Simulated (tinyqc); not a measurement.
Two-step dopant diffusion (predeposition and drive-in) with a constant diffusivity: one step, computed by the program tinyqc.

Fick diffusion into a half space x > 0 whose background doping C_B is of the opposite type, so that a junction lies where C = C_B.

Problem. Thermal budget with ramps. D = D0 exp(-E/(k_B T)). Temperatures in kelvin are T(C) + 273.15. One ramp between the stand-by temperature and T2 adds int D dT / rate (40-point Gauss-Legendre); the usual estimate counts it as an extra time k_B T2^2/(E rate) at T2. (Dt)2 = D2 t2 + two ramps, times in seconds.

Inputs (values chosen for the exercise, modelled on arsenic in silicon):

| quantity | value | unit |
|---|---|---|
| prefactor D0 | 9.79 | cm^2/s |
| activation energy E | 3.98 | eV |
| predeposition temperature T1 | 950 | C |
| drive-in temperature T2 | 1000 | C |
| drive-in time t2 | 480 | min |
| ramp rate | 20 | C/min |
| stand-by temperature | 700 | C |

Furnace ramps of the drive-in: linear ramps.

D2 = 1.721509e-15 cm^2/s

Constants: k_B = 8.617333262e-05 eV/K.

Give: budget of one ramp; estimated extra time of one ramp; drive-in budget (Dt)2.

Solution.

budget of one ramp = 1.7200e-13 cm^2

estimated extra time of one ramp = 1.7548 min

drive-in budget (Dt)2 = 4.9923e-11 cm^2

The integral equals 1.67 min at T2, against the estimate 1.75 min; both ramps make 0.69 % of the budget.
